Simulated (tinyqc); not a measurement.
Inside a calculation. Method: plane-wave Kohn-Sham cycle with exchange-only LDA in a layered model solid. One step of it, computed by the program tinyqc.

Task: Iteration 1: Hamiltonian at one k. H(m,m') = (k + G_m)^2/2 delta + V(G_m - G_m'), with V(-G) = V(G).

A solid whose potential varies along x alone (atomic units):
```
parameter                      value
period a                    5.600000
cross-section of the cell  36.000000
electrons per cell                 4
grid points                       16
plane waves -n..n, n               2
k points                           1
V1 in V1 cos(2 pi x/a)     -0.540000
```

V(G_m), m = 0, 1, 2, ... (hartree): -0.266592  -0.270000  0.000000  0.000000  0.000000

k = 0.000000 2 pi / a

Give: H.

Result:

H (hartree), lower triangle:
```
        -2      -1      +0      +1     +2
-2   2.251
-1  -0.270   0.363
+0   0.000  -0.270  -0.267
+1   0.000   0.000  -0.270   0.363
+2   0.000   0.000   0.000  -0.270  2.251
```
